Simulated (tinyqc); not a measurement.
Inside a calculation. Model: off-state leakage of single and stacked transistors.

tinyqc, about 0.03 s, one thread, Intel Xeon 2.30GHz (shared host): `OMP_NUM_THREADS=1 python tinyqc.py 2242045 2242046 out.jsonl` Printed values are rounded.

n-channel devices of unit width. Subthreshold current I(Vg, Vs, Vd) = I0 (T/300 K)^0.5 exp[(Vg - Vs - VT(T) - gb (Vs - Vb) + dd (Vd - Vs))/(nf Vt)] (1 - exp(-(Vd - Vs)/Vt)), VT(T) = VT - cT (T - 300 K). Gate-edge tunnelling Ig (Vd/1 V) exp(ag (Vd - 1 V)), for a gate at 0 V, and band-to-band leakage Ab u exp(-Bb/u), u = Vd - Vb + 1 V, flow at a drain held at V; both are taken as independent of T. In a stack of off transistors (all gates at 0 V) the same subthreshold current passes through each.

Parameters, values chosen for the exercise; values of the order met in bulk silicon logic transistors:
- T = 300 K (temperature)
- V = 0.7 V (supply voltage)
- VT = 0.29 V (threshold at 300 K, zero drain and body bias)
- cT = 1 mV/K (fall of the threshold with temperature)
- I0 = 0.2 uA/um (current at threshold at 300 K)
- nf = 1.38 (slope factor)
- dd = 0.15 (drain-induced lowering per volt)
- gb = 0.13 (rise of the threshold per volt of source-body bias)
- Ig = 2e-5 uA/um (gate-edge tunnelling current at 1 V)
- ag = 5.5 1/V (exponential slope of the gate current)
- Ab = 10 uA/(um V) (prefactor of band-to-band leakage at the drain)
- Bb = 24 V (its exponential voltage)
- Vb = 0 V (body voltage)

Constants: q = 1.602176634e-19 C, kB = 1.380649e-23 J/K, Vt = kB T/q. Results are converted to the units shown.

## Leakage of one transistor

Vg = Vs = 0, Vd = V; effective threshold VT(T) - gb Vb - dd V.

effective threshold = 0.185 V
parts (nA/um): subthreshold 1.11932, gate edge 0.00268870, band-to-band 0.0125670
total = 1.13458 nA/um
shares (%): subthreshold 98.6554, gate edge 0.236978, band-to-band 1.10764

The subthreshold part is the largest.

## Starting value

Vx = dd V/(1 + gb + 2 dd), the solution for Vx well above Vt, rounded to three decimals.

Vx at the start = 0.073 V

## Iteration 1: new Vx

Stack of two, Vx the node between them: I_low = I(0, 0, Vx), I_up = I(0, Vx, V), f = ln(I_up/I_low), f' = -(1 + gb + 2 dd)/(nf Vt) - 1/(Vt (exp(Vx/Vt) - 1)) - 1/(Vt (exp((V - Vx)/Vt) - 1)), Vx(new) = Vx - f/f'.

I_low = 0.0754158 nA/um
I_up = 0.0815596 nA/um
f = 0.0783165
f' = -42.5252 1/V
Vx after iteration 1 = 0.0748416 V

## Iteration 2: new Vx

As before.

I_low = 0.0763320 nA/um
I_up = 0.0763446 nA/um
f = 1.65847e-4
f' = -42.3475 1/V
Vx after iteration 2 = 0.0748456 V

## Iteration 3: new Vx

As before.

I_low = 0.0763339 nA/um
I_up = 0.0763339 nA/um
f = 7.10957e-10
f' = -42.3471 1/V
Vx after iteration 3 = 0.0748456 V

## Course of the iteration

Stop when the step is below 1e-11 V, or after 40 iterations.

Course of the iteration:
```
iteration  Vx before the step (V)  step (V)
1                           0.073   1.84e-3
2                       0.0748416   3.92e-6
3                       0.0748456  1.68e-11
4                       0.0748456   < 1e-15
```

Converged in 4 iterations. The subthreshold current of the stack is 0.07633 nA/um, 14.7 times less than that of one transistor (the drain leakage is unchanged); the estimate exp[dd V (1 + gb + dd)/((1 + gb + 2 dd) nf Vt)] gives 13.9.
